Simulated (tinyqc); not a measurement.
Inside a calculation. Method: empirical pseudopotential in a few plane waves. One step of it, computed by the program tinyqc.

Problem. Levels at G. Diagonalise the Hermitian matrix.

H(k) at G (eV):
```
                     +0+0+0               -1-1-1               -1-1+1               -1+1-1
+0+0+0             0.000000   2.231997+0.779275i  -2.231997+0.779275i  -2.231997+0.779275i
-1-1-1   2.231997-0.779275i            11.776673   0.000000-0.448988i   0.000000-0.448988i
-1-1+1  -2.231997-0.779275i   0.000000+0.448988i            11.776673             0.448988
-1+1-1  -2.231997-0.779275i   0.000000+0.448988i             0.448988            11.776673
-1+1+1  -2.231997+0.779275i            -0.448988   0.000000+0.448988i   0.000000+0.448988i
+1-1-1  -2.231997-0.779275i   0.000000+0.448988i             0.448988             0.448988
+1-1+1  -2.231997+0.779275i            -0.448988   0.000000+0.448988i             0.000000
+1+1-1  -2.231997+0.779275i            -0.448988             0.000000   0.000000+0.448988i
+1+1+1   2.231997+0.779275i             0.000000            -0.448988            -0.448988
-2+0+0   0.000000-0.448988i  -2.231997+0.779275i  -2.231997-0.779275i  -2.231997-0.779275i
+0-2+0   0.000000-0.448988i  -2.231997+0.779275i  -2.231997-0.779275i   0.355965-0.375206i
+0+0-2   0.000000-0.448988i  -2.231997+0.779275i   0.355965-0.375206i  -2.231997-0.779275i
+0+0+2   0.000000+0.448988i  -0.355965-0.375206i   2.231997+0.779275i  -0.355965+0.375206i
+0+2+0   0.000000+0.448988i  -0.355965-0.375206i  -0.355965+0.375206i   2.231997+0.779275i
+2+0+0   0.000000+0.448988i  -0.355965-0.375206i  -0.355965+0.375206i  -0.355965+0.375206i

                     -1+1+1               +1-1-1               +1-1+1               +1+1-1
+0+0+0  -2.231997-0.779275i  -2.231997+0.779275i  -2.231997-0.779275i  -2.231997-0.779275i
-1-1-1            -0.448988   0.000000-0.448988i            -0.448988            -0.448988
-1-1+1   0.000000-0.448988i             0.448988   0.000000-0.448988i             0.000000
-1+1-1   0.000000-0.448988i             0.448988             0.000000   0.000000-0.448988i
-1+1+1            11.776673             0.000000             0.448988             0.448988
+1-1-1             0.000000            11.776673   0.000000-0.448988i   0.000000-0.448988i
+1-1+1             0.448988   0.000000+0.448988i            11.776673             0.448988
+1+1-1             0.448988   0.000000+0.448988i             0.448988            11.776673
+1+1+1   0.000000+0.448988i            -0.448988   0.000000+0.448988i   0.000000+0.448988i
-2+0+0   2.231997-0.779275i   0.355965-0.375206i  -0.355965-0.375206i  -0.355965-0.375206i
+0-2+0  -0.355965-0.375206i  -2.231997-0.779275i   2.231997-0.779275i  -0.355965-0.375206i
+0+0-2  -0.355965-0.375206i  -2.231997-0.779275i  -0.355965-0.375206i   2.231997-0.779275i
+0+0+2  -2.231997+0.779275i  -0.355965+0.375206i  -2.231997+0.779275i   0.355965+0.375206i
+0+2+0  -2.231997+0.779275i  -0.355965+0.375206i   0.355965+0.375206i  -2.231997+0.779275i
+2+0+0   0.355965+0.375206i   2.231997+0.779275i  -2.231997+0.779275i  -2.231997+0.779275i

                     +1+1+1               -2+0+0               +0-2+0               +0+0-2
+0+0+0   2.231997-0.779275i   0.000000+0.448988i   0.000000+0.448988i   0.000000+0.448988i
-1-1-1             0.000000  -2.231997-0.779275i  -2.231997-0.779275i  -2.231997-0.779275i
-1-1+1            -0.448988  -2.231997+0.779275i  -2.231997+0.779275i   0.355965+0.375206i
-1+1-1            -0.448988  -2.231997+0.779275i   0.355965+0.375206i  -2.231997+0.779275i
-1+1+1   0.000000-0.448988i   2.231997+0.779275i  -0.355965+0.375206i  -0.355965+0.375206i
+1-1-1            -0.448988   0.355965+0.375206i  -2.231997+0.779275i  -2.231997+0.779275i
+1-1+1   0.000000-0.448988i  -0.355965+0.375206i   2.231997+0.779275i  -0.355965+0.375206i
+1+1-1   0.000000-0.448988i  -0.355965+0.375206i  -0.355965+0.375206i   2.231997+0.779275i
+1+1+1            11.776673  -0.355965-0.375206i  -0.355965-0.375206i  -0.355965-0.375206i
-2+0+0  -0.355965+0.375206i            15.702231             0.448988             0.448988
+0-2+0  -0.355965+0.375206i             0.448988            15.702231             0.448988
+0+0-2  -0.355965+0.375206i             0.448988             0.448988            15.702231
+0+0+2  -2.231997-0.779275i            -0.448988            -0.448988             0.000000
+0+2+0  -2.231997-0.779275i            -0.448988             0.000000            -0.448988
+2+0+0  -2.231997-0.779275i             0.000000            -0.448988            -0.448988

                     +0+0+2               +0+2+0               +2+0+0
+0+0+0   0.000000-0.448988i   0.000000-0.448988i   0.000000-0.448988i
-1-1-1  -0.355965+0.375206i  -0.355965+0.375206i  -0.355965+0.375206i
-1-1+1   2.231997-0.779275i  -0.355965-0.375206i  -0.355965-0.375206i
-1+1-1  -0.355965-0.375206i   2.231997-0.779275i  -0.355965-0.375206i
-1+1+1  -2.231997-0.779275i  -2.231997-0.779275i   0.355965-0.375206i
+1-1-1  -0.355965-0.375206i  -0.355965-0.375206i   2.231997-0.779275i
+1-1+1  -2.231997-0.779275i   0.355965-0.375206i  -2.231997-0.779275i
+1+1-1   0.355965-0.375206i  -2.231997-0.779275i  -2.231997-0.779275i
+1+1+1  -2.231997+0.779275i  -2.231997+0.779275i  -2.231997+0.779275i
-2+0+0            -0.448988            -0.448988             0.000000
+0-2+0            -0.448988             0.000000            -0.448988
+0+0-2             0.000000            -0.448988            -0.448988
+0+0+2            15.702231             0.448988             0.448988
+0+2+0             0.448988            15.702231             0.448988
+2+0+0             0.448988             0.448988            15.702231
```

Give: eigenvalues.

Solution.

eigenvalues (eV): -3.6193  7.7089  7.7089  7.7089  8.7789  11.4914  11.4914  11.4914  14.8043  14.8043  15.5531  19.1574  19.1574  19.1574  23.0328
